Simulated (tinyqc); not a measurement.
# Tunnelling through a two-layer gate stack, WKB transmission and Tsu-Esaki current: effect of the thickness t1 at fixed voltage

Electrons leave the emitter at x = 0. Energies E (motion across the layers) are in eV from the emitter Fermi level; the collector Fermi level lies at -V and offers states at every E. No charge in the dielectric and no image force: F1 = V/(t1 + t2 eps1/eps2), F2 = F1 eps1/eps2; U = phi1 - F1 x in layer 1 and phi2 - F1 t1 - F2 (x - t1) in layer 2. With C = hbar^2/(2 m0), kappa = sqrt(m (U - E)/C) where U > E and 0 elsewhere; T(E) = exp(-S), S = 2 times the integral of kappa over x.

Each layer adds (2/F) sqrt(m/C) [G(u at its left edge) - G(u at its right edge)] to S, with u = U - E (0 where negative) and G(u) = (2/3) u^1.5. J = J0 times the integral of T(E) N(E) dE, N = ln[(1 + exp(-E/Vt))/(1 + exp((-E - V)/Vt))], J0 = q^2 me m0 kB T/(2 pi^2 hbar^3) (times 1e-4 for A/cm^2 per eV), from E = -Ef to far above the barrier (T = 1 there), by quadrature converged to the digits shown.

Inputs (values chosen for the exercise); layer 1 close to silicon dioxide, layer 2 close to aluminium oxide:
- T = 350 K (temperature)
- Ef = 0.17 eV (Fermi energy of the emitter above its band bottom)
- me = 0.38 m0 (emitter mass in the supply function)
- phi1 = 3.24 eV (barrier of layer 1 above the emitter Fermi level at zero bias)
- m1 = 0.48 m0 (tunnelling mass of layer 1)
- eps1 = 4.01 (relative permittivity of layer 1)
- phi2 = 2.52 eV (barrier of layer 2 at zero bias)
- m2 = 0.41 m0 (tunnelling mass of layer 2)
- t2 = 2.2 nm (thickness of layer 2)
- eps2 = 9.21 (relative permittivity of layer 2)
- V = 0.7 V (voltage across the dielectric)

Constants: q = 1.602176634e-19 C, kB = 1.380649e-23 J/K, hbar = 1.054571817e-34 J s, m0 = 9.1093837015e-31 kg, Vt = kB T/q, hbar^2/(2 m0) = 0.0380998212 eV nm^2. Results are converted to the units shown.

Effect of the thickness t1 at fixed voltage:

| t1 (nm) | S at E = 0 | T(E = 0) | J (A/cm^2) | mean E of the current (eV) |
|---|---|---|---|---|
| 0.4 | 25.77 | 6.445e-12 | 3.683e-4 | -0.08418 |
| 0.51 | 27.04 | 1.805e-12 | 1.011e-4 | -0.08327 |
| 0.63 | 28.44 | 4.468e-13 | 2.449e-5 | -0.08226 |
| 0.74 | 29.72 | 1.235e-13 | 6.636e-6 | -0.08134 |
| 0.86 | 31.13 | 3.019e-14 | 1.589e-6 | -0.08031 |
| 0.97 | 32.43 | 8.268e-15 | 4.271e-7 | -0.07937 |
| 1.09 | 33.84 | 2.005e-15 | 1.015e-7 | -0.07833 |
| 1.2 | 35.14 | 5.456e-16 | 2.712e-8 | -0.07736 |

J falls from 3.68e-4 to 2.71e-8 A/cm^2: 5.10 decades a nanometre between the first two rows and 5.21 between the last two. The exponent S alone gives dS/dt/ln 10 = 5.02 and 5.14. In 4 of the 8 rows a layer is thinner than 0.8 nm, a few atomic planes, where an effective mass is a rough description.

Numbers from tinyqc (`OMP_NUM_THREADS=1 python tinyqc.py 2540139 2540140 out.jsonl`; about 0.02 s on one thread of a shared Intel Xeon 2.30GHz).
